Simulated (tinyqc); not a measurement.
Gaps across the alloy: virtual-crystal alloy in the empirical-pseudopotential method.

Empirical pseudopotential on the fcc lattice, atoms at +/- tau, tau = a (1,1,1)/8, no spin-orbit coupling. H(G,G') = c (2 pi/a)^2 |k + G|^2 delta + VS(q) cos(q.tau) + i VA(q) sin(q.tau), q = G - G', c = hbar^2/2m0; k and G in units of 2 pi/a; VS at |q|^2 = 3, 8, 11 and VA at 3, 4, 11, in rydberg, zero elsewhere. At each k the basis holds all G with |k + G|^2 up to 16; energies are counted from the fourth level at Gamma.

Virtual crystal A(1-x)B(x): a = (1 - x) a_A + x a_B. Rule linear: V = (1 - x) V_A + x V_B. Rule volume: V = [(1 - x) a_A^3 V_A + x a_B^3 V_B]/a^3, since a form factor is an atomic potential divided by the cell volume.

Constants: hbar^2/2m0 = 3.80998211 eV angstrom^2; Ry = 13.60569312 eV.

Parameters, chosen for this exercise (classic local form factors of the size used for GaAs (A) and GaP (B), which place X and L only to a few tenths of an eV; the results hold for these values, not for the real material):
```
symbol  value                   unit      meaning
a       (5.635, 5.449)          angstrom  lattice constants of A, B
VSA     (-0.231, 0.011, 0.061)  Ry        symmetric form factors of A
VAA     (0.07, 0.049, 0.01)     Ry        antisymmetric form factors of A
VSB     (-0.216, 0.03, 0.07)    Ry        symmetric form factors of B
VAB     (0.118, 0.071, 0.02)    Ry        antisymmetric form factors of B
rule    volume                            mixing rule
```

Gaps from the valence top to the fifth band at Gamma, at L = (1/2,1/2,1/2) and at the lowest of k = (f,0,0), f = 0.70, 0.75, ..., 1.00. Bowing C = 4 [(E(0) + E(1))/2 - E(1/2)].

Gaps (eV):
```
x      Gamma  Delta/X  f of the minimum      L   lowest
0.000  1.502    1.753              0.90  1.681    Gamma
0.167  1.707    1.796              0.95  1.820    Gamma
0.333  1.904    1.838              1.00  1.961  Delta/X
0.500  2.092    1.880              1.00  2.102  Delta/X
0.667  2.272    1.925              1.00  2.244  Delta/X
0.833  2.444    1.973              1.00  2.385  Delta/X
1.000  2.608    2.023              1.00  2.525  Delta/X
```

bowing (eV): Gamma -0.147, Delta/X 0.031, L 0.005

The lowest valley changes: Gamma to Delta/X between x = 0.167 and 0.333. From A to B the Gamma gap moves by +1.11 eV, L by +0.84 eV and Delta/X by +0.27 eV; a move of Delta/X below about 0.4 eV is within the error of such form factors, sign included. The virtual crystal holds no disorder and no bond relaxation, so its bowing comes from the non-linear dependence on the mean potential and volume alone, and it may differ from measured bowing, which is positive in these alloys, in size and even in sign; crossings move with it.

Program tinyqc; command `OMP_NUM_THREADS=1 python tinyqc.py 1050695 1050696 out.jsonl`; about 0.4 s on one thread of a shared Intel(R) Xeon(R) Processor @ 2.30GHz.
